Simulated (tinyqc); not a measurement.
From lone donors to an impurity band: impurity band of shallow donors (Hubbard estimate).

Constants: e^2/(4 pi eps0) = 14.39964547 eV angstrom.

Values chosen for the exercise (out of a larger set: near those of two donors in Si; not measured data): a = 16 angstrom (orbital radius); eps = 11.7 (dielectric constant); Ns = (0.049, 0.12, 0.3, 0.74, 1.7, 3.7, 7.4) x 1e18/cm^3 (donor densities).

Donors on a simple cubic lattice of spacing R = N^(-1/3) (1/angstrom^3 = 1e24/cm^3), Ha* = q/(eps a), q = e^2/(4 pi eps0), x = R/a. Hopping t = Ha* (1 + x) exp(-x), band width B = 12 t, on-site repulsion U = (5/8) Ha*; the gap closes near B/U = 1.15. Valley factors and disorder are left out.

Results:
```
N (1e18/cm^3)  R (angstrom)  N^(1/3) a   t (meV)   B (meV)       B/U
0.049                 273.3      0.059  5.32e-05  0.000638  1.33e-05
0.12                  202.7      0.079   0.00330    0.0396  0.000824
0.30                  149.4      0.107    0.0701     0.841    0.0175
0.74                  110.6      0.145     0.607      7.29     0.152
1.7                    83.8      0.191      2.55      30.6     0.637
7.4                    51.3      0.312      13.1       157      3.27
```

Give the missing row, N (1e18/cm^3) = 3.7.

Computed row:
```
N (1e18/cm^3)  R (angstrom)  N^(1/3) a  t (meV)  B (meV)   B/U
3.7                    64.7      0.247     6.82     81.8  1.70
```

B/U passes 1.15 between 1.7 and 3.7 x 1e18/cm^3; the root is x = 4.52, N^(1/3) a = 0.221, N = 2.6 x 1e18/cm^3, below the 4.3 that the empirical rule N^(1/3) a = 0.26 gives; the estimate is rough, since random positions, the overlap of the orbitals and screening are left out. While N grows by 151 times, t grows by 2.46e+05 times.

(tinyqc, `OMP_NUM_THREADS=1 python tinyqc.py 1252743 1252744 out.jsonl`, Intel(R) Xeon(R) Processor @ 2.30GHz, 1 thread, shared host, about 0.01 s.)
